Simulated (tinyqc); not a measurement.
Donor in an ellipsoidal valley (Kohn-Luttinger variational method). The trial energy against the axis ratio. Computed by tinyqc, a small Python program. Command: `OMP_NUM_THREADS=1 python tinyqc.py 3008713 3008714 out.jsonl kohnlutt sweep`. One thread of a shared host (Intel(R) Xeon(R) Processor @ 2.30GHz), about 0.06 s of CPU time with the checks.

H = -(d^2/dx^2 + d^2/dy^2) - gamma d^2/dz^2 - 2/r in units built on m_t, with gamma = m_t/m_l and z along the valley axis. One valley; no valley-orbit or central-cell term.

Inputs (values chosen for the exercise, modelled on GaP): transverse mass m_t = 0.246 m_0; longitudinal mass m_l = 1.17 m_0; dielectric constant eps = 11.1.

Constants: Ry = 13.605693123 eV; a_0 = 0.529177210903 angstrom.

Method. Ry* = Ry m_t/eps^2, a* = a_0 eps/m_t, gamma = m_t/m_l. Trial function exp(-sqrt((x^2 + y^2)/a^2 + z^2/b^2)) with beta = b/a < 1: E = t/a^2 - u/a, t = (2 + gamma/beta^2)/3, u = 2 arcsin(sqrt(1 - beta^2))/sqrt(1 - beta^2); the best a is 2 t/u and E(beta) = -u^2/(4 t).

One run for each value:
```
trial ratio b/a  E(beta) (Ry*)  best a (a*)       t       u
0.15                   -0.5457       2.6325  3.7816  2.8730
0.25                   -1.0365       1.3134  1.7880  2.7227
0.36                   -1.3760       0.9368  1.2074  2.5779
0.46                   -1.5179       0.8108  0.9979  2.4615
0.56                   -1.5604       0.7553  0.8902  2.3571
0.67                   -1.5435       0.7301  0.8228  2.2539
0.77                   -1.4985       0.7237  0.7849  2.1690
0.88                   -1.4340       0.7266  0.7572  2.0840
0.98                   -1.3702       0.7347  0.7396  2.0134
```

Over the rows, E(beta) (Ry*) goes from -0.546 through a minimum among these rows, -1.56 at 0.560, to -1.37; best a (a*) goes from 2.63 through a minimum among these rows, 0.724 at 0.770, to 0.735; t falls from 3.78 to 0.740 (exponent d ln y / d ln x -1.5 between the first rows and -0.22 between the last). Flattening raises the kinetic term t through gamma/beta^2 and the attraction u through a smaller mean distance; the minimum balances the two.

Extremes, crossings and ranges named in words are read from the listed rows.
